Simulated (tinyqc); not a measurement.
What the corrections do to the levels: formation energy of a charged point defect from supercell energies. Computed by tinyqc, a small Python program. Command: `OMP_NUM_THREADS=1 python tinyqc.py 3021401 3021402 out.jsonl formation walk`. One thread of a shared host (Intel(R) Xeon(R) Processor @ 2.30GHz), about 0.01 s of CPU time with the checks.

The host is a compound AB. Making the defect adds n_A = 0, n_B = -1, n_X = 1 atoms to the cell. All total energies are inputs. E_F is counted from the valence-band maximum (VBM); x = 0 is A-rich and x = 1 B-rich growth.

Inputs (values chosen for the exercise, with gap and screening modelled on GaAs):
```
quantity,value,unit
gap E_g,1.41,eV
E_VBM of the host cell,5.861,eV
potential alignment dV,0.047,eV
dielectric constant eps,13.3,-
cell length L,9.22,angstrom
mu_B of the pure element,-7.784,eV
formation enthalpy dH of AB,-0.982,eV
growth condition x,0.66,-
mu_X of the pure element,-2.895,eV
formation enthalpy of AX,-1.1,eV
```

Defect: impurity X on a B site. Supercell lattice: fcc.

charge states q: [0, -1, -2, -3]

E(defect, q) - E(host), in the order of q (eV): [9.775, 15.97, 21.539, 27.598]

Constants: e^2/(4 pi eps_0) = 14.39964548 eV angstrom.

Method:
- dmu_A = x dH and dmu_B = (1 - x) dH, so that dmu_A + dmu_B = dH; mu = mu(element) + dmu. The impurity is held at its solubility limit: dmu_X = min(0, dH(AX) - dmu_A).
- The reservoir term is sum n_i mu_i.
- Image-charge correction of a point charge in a neutralising background: E_corr = q^2 alpha e^2/(4 pi eps_0) / (2 eps L), alpha = 2.888282 for a fcc array with L the cube root of the volume.
- E_f(q, E_F) = [E(defect, q) - E(host)] - sum n_i mu_i + q (E_VBM + dV + E_F) + E_corr(q).
- Levels eps(q/q-1) with the terms q dV and E_corr left out or kept.

E_f(q, 0) (eV): (q=0) 5.00400, (q=-1) 5.46058, (q=-2) 5.63033, (q=-3) 6.62923

E_corr (eV): (q=0) 0.00000, (q=-1) 0.16958, (q=-2) 0.67833, (q=-3) 1.52623

Levels above the VBM (eV):
```
level,raw,with alignment,with image charge,with both
(0/-1),0.33400,0.28700,0.5036,0.45658
(-1/-2),-0.29200,-0.33900,0.2167,0.16974
(-2/-3),0.19800,0.15100,1.0459,0.99891
```

What follows from these numbers?

Alignment moves every level by -dV = -0.047 eV. The image term moves eps(q/q-1) by (1 - 2q) E_corr(1): (0/-1) by +0.170, (-1/-2) by +0.509, (-2/-3) by +0.848 eV, donor levels down and acceptor levels up. It adds 2 E_corr(1) = 0.339 eV to every U. Caution: the largest image-charge correction in these energies, q^2 alpha e^2/(8 pi eps_0 eps L) with alpha = 2.888282, exceeds a quarter of the gap; the point-charge term alone is then a rough estimate, usually too large for a charge that is spread out.

Extremes, crossings and ranges named in words are read from the listed rows.
